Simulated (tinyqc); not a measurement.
# Admittance spectroscopy of a deep trap, step by step

Computed by the program tinyqc: `OMP_NUM_THREADS=1 python tinyqc.py 2050048 2050049 out.jsonl`, one thread of a shared Intel Xeon 2.30GHz, about 0.01 s for the whole run. Printed values are rounded.

Schottky contact on an n-type layer with shallow donors Nd (all ionised) and a donor-like deep trap, neutral when filled and positive when empty; depletion approximation. Traps within lam of the depletion edge stay filled. The traps at xt = W - lam, where the level crosses the Fermi level, follow a slow signal and not a fast one. w = 2 pi f.

Inputs (values chosen for the exercise); material values close to those of 4H silicon carbide:
```
symbol    value   unit                                      meaning
eps_r      9.79                               relative permittivity
Nc      1.67e19  cm^-3   conduction-band density of states at 300 K
vth       1.9e7   cm/s                    thermal velocity at 300 K
Nd       1.3e16  cm^-3                        shallow donor density
Vbi        1.04      V                             built-in voltage
Et         0.45     eV  depth of the trap below the conduction edge
sn      5.1e-14   cm^2                        capture cross-section
Nt       5.8e15  cm^-3                                 trap density
Vr            1      V                                 reverse bias
f          1500     Hz                             signal frequency
T           247      K                                  temperature
```

Constants: q = 1.602176634e-19 C, kB = 1.380649e-23 J/K, eps0 = 8.8541878128e-14 F/cm where lengths are in cm. Results are converted to the units shown.

## Widths and limiting capacitances

lam = sqrt(2 eps0 eps_r (EF - ET)/(q Nd)), EF - ET = Et - (kB T/q) ln(Nc(T)/Nd), Nc(T) = Nc (T/300 K)^1.5. In the steady state at the band bending V, 2 eps0 eps_r V/q = Nd W^2 + Nt (W - lam)^2 (the second term only if W > lam). V = Vbi + Vr. C_HF = eps0 eps_r/W, C_LF = eps0 eps_r (Nd + Nt)/(Nd W + Nt xt).

lam = 159.0304 nm
W = 383.7559 nm
xt = 224.7255 nm
C_HF = 22.58793 nF/cm^2
C_LF = 25.89908 nF/cm^2

The step is 14.7 % of C_HF.

## Admittance at the signal frequency

Emission rate en = sn vth(T) Nc(T) exp(-Et/kB T) = sn g T^2 exp(-Et/kB T), g = vth Nc/(300 K)^2, as vth goes as T^0.5 and Nc as T^1.5 (degeneracy factor 1). Inflection frequency w0 = 2 en [1 + Nt xt/(Nd W)]; C = C_HF + (C_LF - C_HF)/(1 + (w/w0)^2), G/w = (C_LF - C_HF)(w/w0)/(1 + (w/w0)^2).

en = 7217.878 1/s
w0/(2 pi) = 2897.785 Hz
C = 25.19935 nF/cm^2
G/w = 1.351771 nF/cm^2

The signal lies near the inflection, where the loss is largest.
